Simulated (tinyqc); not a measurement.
Ways to converge the cycle: SCF convergence aids in the sto-6g basis, for BeH2, spin multiplicity 1. Computed by the program tinyqc with PySCF. Command: `OMP_NUM_THREADS=1 python tinyqc.py 114976 114977 out.jsonl`; one thread of a shared host (Intel(R) Xeon(R) Processor @ 2.60GHz), about 0.7 s.

Geometry (angstrom):
```
atom       x        y       z
Be    0.0000   0.0000  0.0000
H     0.0000   1.3210  0.1530
H     0.0000  -1.3560  0.1570
```

lowest restricted solution found by these runs and by PySCF = -15.721001 hartree

RHF with one setting changed at a time; a run stops when the energy changes by less than 1e-09 hartree and the error matrix is below 1e-5. The start is the Wolfsberg-Helmholz matrix. Damping d keeps d of the old density; a shift (hartree) raises the virtual levels; DIIS n extrapolates F over n matrices.

Largest element of the error matrix X^T (FDS - SDF) X:
```
iteration    plain  damping 0.3  damping 0.6  shift 0.4   DIIS 3   DIIS 8
1          1.5e-01      1.5e-01      1.5e-01    1.5e-01  1.5e-01  1.5e-01
2          1.5e-02      5.5e-02      9.4e-02    3.8e-02  1.5e-02  1.5e-02
3          3.1e-03      2.0e-02      6.0e-02    1.3e-02  2.4e-03  2.4e-03
4          1.1e-03      7.5e-03      3.9e-02    5.3e-03  1.4e-04  1.4e-04
5          3.8e-04      3.1e-03      2.5e-02    3.2e-03  3.5e-05  1.2e-05
6          1.3e-04      1.4e-03      1.6e-02    1.9e-03  3.5e-06  3.1e-06
8          1.5e-05      3.6e-04      6.5e-03    6.6e-04        -        -
10               -      1.1e-04      2.7e-03    2.3e-04        -        -
14               -      9.2e-06      5.7e-04    2.7e-05        -        -
20               -            -      8.3e-05          -        -        -
30               -            -      4.0e-06          -        -        -
```

How each run ends:
```
run          iterations  E (hartree)         state
plain                 9   -15.721001  lowest found
damping 0.3          17   -15.721001  lowest found
damping 0.6          34   -15.721001  lowest found
shift 0.4            17   -15.721001  lowest found
DIIS 3                7   -15.721001  lowest found
DIIS 8                6   -15.721001  lowest found
```

6 of 6 runs reach the lowest restricted solution found, in 6 to 34 iterations (fastest: DIIS 8). Plain steps already contract here, so damping only slows them. DIIS 3 and DIIS 8 gain by cancelling the error over several earlier matrices, much as a quasi-Newton step does.
